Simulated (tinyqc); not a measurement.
Inside a calculation. Method: Hubbard ring of 4 sites. One step of it, computed by the program tinyqc.

Task: Mean-field iteration 2. H(up) = T + U n(down), H(down) = T + U n(up); fill the lowest levels; n(new) = n + mixing (n(out) - n); E = tr T (rho up + rho down) + U sum n_up n_down of the output.

one-body matrix (hopping and site energies) (eV), order 1, 2, 3, 4:
$$\begin{pmatrix}
0.640000 & -0.900000 & 0.000000 & -0.900000 \\
-0.900000 & 0.870000 & -0.900000 & 0.000000 \\
0.000000 & -0.900000 & 0.280000 & -0.900000 \\
-0.900000 & 0.000000 & -0.900000 & -0.040000
\end{pmatrix}$$

U = 6.800000 eV

electrons, up and down: [2, 2]

mixing = 1

n(up) after iteration 1: 1 0.242539, 2 0.442658, 3 0.550665, 4 0.764138

n(down) after iteration 1: 1 0.242539, 2 0.442658, 3 0.550665, 4 0.764138

Give: levels, up; levels, down; energy; n(up) after iteration 2; n(down) after iteration 2.

Result:

levels, up (eV): [1.5465, 3.3412, 4.4333, 6.0289]

levels, down (eV): [1.5465, 3.3412, 4.4333, 6.0289]

energy = 8.3607 eV

n(up) after iteration 2: 1 0.9266, 2 0.3647, 3 0.6193, 4 0.0895

n(down) after iteration 2: 1 0.9266, 2 0.3647, 3 0.6193, 4 0.0895
